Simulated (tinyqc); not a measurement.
## Composition from the perpendicular lattice constant

Question. The layer is x parts of the first compound and 1 - x of the second, grown coherently on the second as substrate and barrier. Rows of the table: lattice constant a, average valence level Ea on an absolute scale, spin-orbit splitting so, gaps at Gamma, X and L, hydrostatic deformation potentials av and ac (Gamma), shear potential b, elastic constants, electron and heavy-hole (along z) masses. All are interpolated linearly in x; gaps get -C x (1 - x), taken wholly in the conduction band; real line-ups can differ from this model by 0.1 eV or more. In-plane strain e = (a_substrate - a)/a, e_z = -2 (c12/c11) e, volume change 2 e + e_z. X-ray diffraction gives a_z = a (1 + e_z) of the coherent layer. Find x, e and the relaxed Gamma gap.

Parameters, values chosen for the exercise: bowing of the Gamma gap CG = 0.19 eV; bowing of the X gap CX = 0.24 eV; bowing of the L gap CL = 0.16 eV.

Binary compounds, values chosen for the exercise:
```
              close to GaP  close to GaAs
a (angstrom)         5.451          5.653
Ea (eV)               -7.4          -6.92
so (eV)             0.0798          0.337
EG (eV)               2.79           1.43
EX (eV)               2.26           1.91
EL (eV)               2.58           1.72
av (eV)               1.68           1.16
ac (eV)              -7.16          -7.14
b (eV)               -1.78          -1.68
c11 (GPa)              139            118
c12 (GPa)             62.6           53.8
me (m0)               0.13         0.0668
mh (m0)              0.333          0.348
```

lattice constant along the growth direction = 5.60669380 angstrom

Solution. a_z changes steadily with x, about (1 + 2 c12/c11) times as fast as the relaxed lattice constant, so one composition matches.

x = 0.120
e = 0.431 %
relaxed Gamma gap = 1.57 eV

Program tinyqc, `OMP_NUM_THREADS=1 python tinyqc.py 2690038 2690039 out.jsonl`; Intel Xeon 2.30GHz, shared host, one thread, about 0.01 s.
